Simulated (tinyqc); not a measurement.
Changing the substrate thickness t_S: elastic strain and critical thickness of a cubic alloy layer A(1-x)B(x) on a thick substrate. Computed by tinyqc, a small Python program. Command: `OMP_NUM_THREADS=1 python tinyqc.py 3030598 3030599 out.jsonl misfit sweep`. One thread of a shared host (Intel(R) Xeon(R) Processor @ 2.30GHz), about 0.01 s of CPU time with the checks.

Strain is positive in tension. The layer is coherent with the substrate unless said otherwise.

Inputs (values chosen for the exercise, for a model alloy):

| quantity | value | unit |
|---|---|---|
| fraction x of B | 0.25 | - |
| lattice constant a_A | 5.869 | angstrom |
| lattice constant a_B | 6.058 | angstrom |
| substrate lattice constant a_S | 5.864 | angstrom |
| layer thickness h | 230 | nm |
| biaxial modulus of the substrate M_S | 99.8 | GPa |
| wafer diameter W | 300 | mm |

Growth plane: (111).

C11, C12, C44 of A (GPa): 98.18  59.97  45.03

C11, C12, C44 of B (GPa): 92.67  47.78  36.09

Method:
- a = (1 - x) a_A + x a_B, the same rule for each C_ij; misfit f = (a_S - a)/a, the in-plane strain of the coherent layer.
- (111): D = 2 (C11 + 2 C12 - 2 C44)/(C11 + 2 C12 + 4 C44), M = 6 C44 (C11 + 2 C12)/(C11 + 2 C12 + 4 C44). The free surface carries no normal stress, so e_perp = -D f; dV/V = 2 f + e_perp; stress = M f; energy per area = M f^2 h (1 GPa nm = 1 J/m^2).
- Stoney: curvature = 6 |stress| h/(M_S t_S^2); radius = 1/curvature; bow = curvature W^2/8.

One run for each value:

| substrate thickness t_S (micrometre) | curvature (1/m) | radius of curvature (m) | bow (micrometre) |
|---|---|---|---|
| 100 | 1.7299 | 0.578 | 19461 |
| 150 | 0.7688 | 1.301 | 8650 |
| 220 | 0.3574 | 2.798 | 4021 |
| 320 | 0.1689 | 5.919 | 1901 |
| 460 | 0.0818 | 12.232 | 920 |
| 680 | 0.0374 | 26.730 | 421 |
| 1000 | 0.0173 | 57.807 | 195 |

What does the table show, and why?

Over the rows, curvature (1/m) falls from 1.73 to 0.0173 (exponent d ln y / d ln x about -2.0 throughout); radius of curvature (m) rises from 0.578 to 57.8 (exponent d ln y / d ln x about 2.0 throughout); bow (micrometre) falls from 19500 to 195 (exponent d ln y / d ln x about -2.0 throughout). The exponent of curvature stays at -2: the bending stiffness grows as t^3 and the lever arm as t.

Caution (all rows): M_S is near the value for a (001) wafer; a (111) wafer is stiffer and bends less. Caution (all rows): the curvature assumes a coherent layer, but h exceeds h_c. Caution (rows 100, 150, 220, 320, 460, 680): a bow above a fifth of the wafer thickness is beyond Stoney's small-deflection limit.
